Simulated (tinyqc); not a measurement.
Bandgap voltage reference from two bipolar transistors: effect of the offset of the amplifier.

Two transistors of area 1 and N carry the same current I. Is(T) = Is (T/T0)^eta exp[(Vg0 q/kB)(1/T0 - 1/T)], VBE1 = Vt ln(I/Is(T)) + I rb, VBE2 = Vt ln(I/(N Is(T))) + I rb/N. The amplifier forces I R1(T) = VBE1 - VBE2 + Vos, with R(T) = R (1 + tc (T - T0)) for both resistors, and the output is Vref = VBE1 + I R2(T). Base currents and the Early effect are neglected.

Vt = kB T/q; I = (Vt ln N + Vos)/(R1(T) - rb (1 - 1/N)). Box coefficient: span of Vref between 233 and 398 K over its average over T and over 165 K. The last column is the R2 that gives zero slope at T0.

Inputs (values chosen for the exercise); values of the order met in silicon bipolar transistors: reference temperature T0 = 298 K; band-gap voltage extrapolated to 0 K Vg0 = 1.201 V; temperature exponent of the saturation current eta = 4; saturation current of the unit transistor at T0 Is = 3.3e-16 A; area ratio of the second transistor N = 8; resistor across which the difference of VBE falls, at T0 R1 = 8.7 kohm; temperature coefficient of both resistors tc = 0 ppm/K; series resistance of the unit transistor rb = 23 ohm; output resistor at T0 R2 = 105.7 kohm.

Constants: q = 1.602176634e-19 C, kB = 1.380649e-23 J/K. Results are converted to the units shown.

Results:
```
Vos (mV)	I at T0 (uA)	Vref at T0 (V)	slope at T0 (uV/K)	box coefficient (ppm/K)	R2 for zero slope (kohm)
-5	5.576	1.194	-67.79	66.74	109.0
-3	5.806	1.220	-68.08	65.57	109.0
-1	6.037	1.245	-68.21	64.34	109.0
1	6.267	1.270	-68.21	63.05	109.0
3	6.498	1.296	-68.10	61.74	109.0
5	6.728	1.321	-67.89	60.40	109.0
```

Estimate the missing row, Vos = 0 mV.

Computed row:
```
Vos (mV)	I at T0 (uA)	Vref at T0 (V)	slope at T0 (uV/K)	box coefficient (ppm/K)	R2 for zero slope (kohm)
0	6.152	1.258	-68.23	63.70	109.0
```

With this row back in the table: As Vos goes from -5 to 5, Vref rises from 1.194 to 1.321 V and the box coefficient falls from 66.7 to 60.4 ppm/K. Each mV of offset moves Vref by 12.7 mV, about R2/R1 = 12.1 plus the change of VBE1 with the current.

Program tinyqc, `OMP_NUM_THREADS=1 python tinyqc.py 2062014 2062015 out.jsonl`; Intel Xeon 2.30GHz, shared host, one thread, about 0.02 s.
